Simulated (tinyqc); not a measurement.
# Metal-interlayer-semiconductor contact, depinning against tunnelling resistance: effects of single changes

Zero bias, n-type semiconductor. Gap states at the semiconductor surface thin out as exp(-be ti), which unpins the barrier; electrons must then cross the interlayer (a rectangular barrier, no voltage drop across it) and the parabolic depleted layer, both by WKB. Energies E are counted from the Fermi level; no image force, parabolic bands.

Values chosen for this exercise; semiconductor values close to those of gallium arsenide; interlayer mass of the order of that in aluminium oxide, offset chosen freely: temperature T = 400 K; band gap Eg = 1.42 eV; relative permittivity eps_r = 12.4; electron affinity chi = 3.99 eV; conduction-band density of states at T Nc = 6.77e17 cm^-3; tunnelling mass in the semiconductor mt = 0.066 m0; Richardson mass mA = 0.0662 m0; donor density Nd = 1.2e18 cm^-3; charge-neutrality level above the valence band E0 = 0.51 eV; pinning factor without interlayer S0 = 0.1; metal work function phiM = 4.46 eV; interlayer thickness ti = 1.7 nm; conduction-band offset of the interlayer above the semiconductor dE = 2.48 eV; tunnelling mass in the interlayer mi = 0.34 m0; decay constant of gap states through the interlayer be = 2.4 1/nm.

Constants: q = 1.602176634e-19 C, kB = 1.380649e-23 J/K, eps0 = 8.8541878128e-12 F/m, hbar = 1.054571817e-34 J s, h = 6.62607015e-34 J s, m0 = 9.1093837015e-31 kg, Vt = kB T/q, hbar^2/(2 m0) = 0.0380998212 eV nm^2. Results are converted to the units shown.

Each table varies one quantity; the others keep the values above.

## Contact resistivity against the interlayer thickness

S = 1/(1 + (1/S0 - 1) exp(-be ti)); phiB = S (phiM - chi) + (1 - S)(Eg - E0); xi = Ec - EF deep inside, from Nd = Nc F(-xi/Vt), F(x) = (2/sqrt(pi)) int_0^infinity sqrt(u) du/(1 + exp(u - x)); band bending U = phiB - xi; E00 = (hbar/2) sqrt(Nd/(eps0 eps_r mt m0)) in volts; A = 4 pi q mA m0 kB^2/h^3. With U = phiB - xi: for xi < E < phiB, y = (E - xi)/U and G1 = (U/E00) [sqrt(1 - y) - y ln((1 + sqrt(1 - y))/sqrt(y))], G1 = 0 above phiB; G2 = 2 ti sqrt(mi max(phiB + dE - E, 0)/C), C = hbar^2/(2 m0); f = 1/(1 + exp(E/Vt)); 1/rho_c = (A T^2/Vt^2) times the integral of exp(-G1 - G2) f over E from xi upwards. Shares under 0.001 % are printed as 0; rows without band bending are left out.

The same in every row: E00/Vt = 0.652.

Result of one run:
```
ti (nm)	S	phiB (eV)	rho_c (ohm cm^2)	rho_c with G2 = 0 (ohm cm^2)	peak of the integrand (eV)	share above phiB (%)
0	0.100	0.866	10.2	10.2	0.568	0.461
```

What becomes of these results when the interlayer thickness ti is changed from 0 to 1.5 nm, all else the same?

Result of the changed run:
```
ti (nm)	S	phiB (eV)	rho_c (ohm cm^2)	rho_c with G2 = 0 (ohm cm^2)	peak of the integrand (eV)	share above phiB (%)
1.5	0.803	0.557	1.08e4	0.00478	0.389	3.16
```

The whole series:
```
ti (nm)	S	phiB (eV)	rho_c (ohm cm^2)	rho_c with G2 = 0 (ohm cm^2)	peak of the integrand (eV)	share above phiB (%)
0	0.100	0.866	10.2	10.2	0.568	0.461
0.3	0.186	0.828	78.1	3.97	0.551	0.642
0.6	0.319	0.770	348	0.922	0.519	0.953
0.9	0.491	0.694	995	0.142	0.473	1.48
1.2	0.664	0.618	2.71e3	0.0214	0.426	2.24
1.5	0.803	0.557	1.08e4	0.00478	0.389	3.16
1.8	0.893	0.517	7.20e4	0.00180	0.366	4.07
2.1	0.945	0.494	7.34e5	0.00103	0.354	4.90
2.4	0.972	0.482	9.79e6	7.65e-4	0.350	5.64
```

As ti goes from 0 to 2.4, phiB falls from 0.866 to 0.482 eV and rho_c rises from 10.2 to 9.79e6 ohm cm^2. No thickness listed beats the bare contact: tunnelling through the layer costs more than the change of the barrier gains. The ratio of rho_c to its value with G2 = 0 runs from 1.00 to 1.28e10.

## Contact resistivity against the conduction-band offset of the interlayer above the semiconductor

Same model as above.

The same in every row: S = 0.868; phiB (eV) = 0.528; E00/Vt = 0.652.

Results:
```
dE (eV)	rho_c (ohm cm^2)	rho_c with G2 = 0 (ohm cm^2)	peak of the integrand (eV)	share above phiB (%)
0	0.0498	0.00236	0.528	40.8
1	136	0.00236	0.388	5.29
1.5	1.18e3	0.00236	0.380	4.48
2	7.48e3	0.00236	0.375	4.05
2.5	3.85e4	0.00236	0.372	3.77
3	1.71e5	0.00236	0.369	3.57
```

Estimate the missing row, dE = 0.5 eV.

Computed row:
```
dE (eV)	rho_c (ohm cm^2)	rho_c with G2 = 0 (ohm cm^2)	peak of the integrand (eV)	share above phiB (%)
0.5	8.87	0.00236	0.403	7.49
```

With this row back in the table: As dE goes from 0 to 3, phiB stays at 0.528 eV and rho_c rises from 0.0498 to 1.71e5 ohm cm^2. The ratio of rho_c to its value with G2 = 0 runs from 21.1 to 7.24e7.

tinyqc, about 0.02 s, one thread, Intel Xeon 2.30GHz (shared host): `OMP_NUM_THREADS=1 python tinyqc.py 2270039 2270040 out.jsonl`
